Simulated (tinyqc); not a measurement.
CIS and TDHF on RHF in the sto-6g basis, for H3-, spin multiplicity 1, step by step. The basis has no diffuse functions, so it cannot describe the extra electron: this is an exercise in the method, not the real anion. One step of it, computed by the program tinyqc.

Task: CIS matrix, singlets. A(ia,jb) = (e_a - e_i) d_ij d_ab + 2 (ia|jb) - (ij|ab).

orbital energies (hartree): MO1 -0.227072, MO2 0.438652, MO3 1.278496

Two-electron integrals over orbitals (pq|rs), unique and non-zero (hartree):
```
(11|11) 0.627267    (21|11) -0.000079   (21|21) 0.144496    (22|11) 0.576541
(22|21) 0.000104    (22|22) 0.636618    (31|11) 0.053405    (31|21) 0.000033
(31|22) -0.053678   (31|31) 0.139133    (32|11) 0.000052    (32|21) -0.107395
(32|22) -0.000081   (32|31) -0.000051   (32|32) 0.102518    (33|11) 0.625845
(33|21) -0.000088   (33|22) 0.558570    (33|31) 0.096725    (33|32) 0.000058
(33|33) 0.677395
```

Give: CIS matrix A, singlet.

Result:

CIS matrix A, singlet (hartree):
```
        1>3     2>3
1>3  1.1580  0.0000
2>3  0.0000  0.4863
```
